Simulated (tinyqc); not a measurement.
What each input does: propagation of a band-gap error through k.p and effective-mass formulas.

Chain, for a gap E (the reference Eg or another value), with Ep and Dso kept: 1/me = 1 + Ep (E + 2 Dso/3)/(E (E + Dso)); g* = 2 - 2 Ep Dso/(3 E (E + Dso)); g1(E) = g1 + (Ep/3)(1/E - 1/Eg), g2(E) = g2 + (Ep/6)(1/E - 1/Eg), light hole 1/(g1 + 2 g2), heavy hole 1/(g1 - 2 g2) along [100]; optical constant ei(E) = 1 + (ei - 1)(EP/(EP + E - Eg))^2, static e0(E) = ei(E) + e0 - ei.

Donor: R = Ry me/e0^2, a_B = a0 e0/me, Mott density (0.26/a_B)^3. Nc, Nv = 2 (m kT/(4 pi c))^(3/2), c = hbar^2/2m0, ni = sqrt(Nc Nv) exp(-E/2kT). Exciton: Ry mu/e0^2 with 1/mu = 1/me + g1(E). 1 angstrom^-3 = 1e24 cm^-3.

Constants: Ry = 13.60569312 eV; a0 (Bohr radius) = 0.5291772105 angstrom; kB = 8.617333262e-05 eV/K; hbar^2/2m0 = 3.80998211 eV angstrom^2.

Inputs chosen for the exercise (reference values near those of InAs, gap at low temperature; shifted at random, so the results belong to these values and not to a real crystal): Eg = 0.425 eV (gap at Gamma to the s-like level); Dso = 0.398 eV (spin-orbit splitting); Ep = 21.6 eV (Kane energy); g1 = 19.93 (Luttinger gamma1); g2 = 8.51 (gamma2); e0 = 14.93 (static dielectric constant); ei = 12.11 (optical dielectric constant); EP = 4.77 eV (mean (Penn) gap); mh = 0.61 m0 (density-of-states mass of the holes); T = 400 K (temperature); Eg2 = 0.387 eV (a wrong gap, of the size a hybrid functional can give).

All at E = Eg2.

One parameter was then changed.

Results before and after:

| case | me (m0) | light hole (m0) | e0 | donor (meV) | exciton (meV) | log10 ni |
|---|---|---|---|---|---|---|
| base | 0.0211 | 0.0248 | 15.11 | 1.258 | 0.864 | 15.731 |
| changed | 0.0209 | 0.0248 | 15.11 | 1.248 | 0.859 | 15.729 |

Which of these changes was made? (a) EP = 5.152 eV; (b) Eg2 = 0.418 eV; (c) T = 368 K; (d) mh = 0.561 m0; (e) g1 = 21.524; (f) ei = 13.079; (g) Dso = 0.366 eV; (h) Ep = 23.328 eV.

Answer: (g) Dso = 0.366 eV. Of the candidates, run in turn, only this one gives the changed row.

All candidates:

| case | me (m0) | light hole (m0) | e0 | donor (meV) | exciton (meV) | log10 ni |
|---|---|---|---|---|---|---|
| base | 0.0211 | 0.0248 | 15.11 | 1.258 | 0.864 | 15.731 |
| Eg2 = 0.418 eV | 0.0226 | 0.0267 | 14.96 | 1.373 | 0.942 | 15.558 |
| Dso = 0.366 eV | 0.0209 | 0.0248 | 15.11 | 1.248 | 0.859 | 15.729 |
| Ep = 23.328 eV | 0.0196 | 0.0247 | 15.11 | 1.167 | 0.818 | 15.707 |
| g1 = 21.524 | 0.0211 | 0.0239 | 15.11 | 1.258 | 0.845 | 15.731 |
| EP = 5.152 eV | 0.0211 | 0.0248 | 15.10 | 1.260 | 0.866 | 15.731 |
| ei = 13.079 | 0.0211 | 0.0248 | 15.12 | 1.255 | 0.862 | 15.731 |
| mh = 0.561 m0 | 0.0211 | 0.0248 | 15.11 | 1.258 | 0.864 | 15.704 |
| T = 368 K | 0.0211 | 0.0248 | 15.11 | 1.258 | 0.864 | 15.465 |

Computed by tinyqc, a small Python program: `OMP_NUM_THREADS=1 python tinyqc.py 1880417 1880418 out.jsonl` (the numbers bound the seed that draws the inputs); one thread of a shared host (Intel(R) Xeon(R) Processor @ 2.30GHz), about 0.01 s for the whole set of steps.
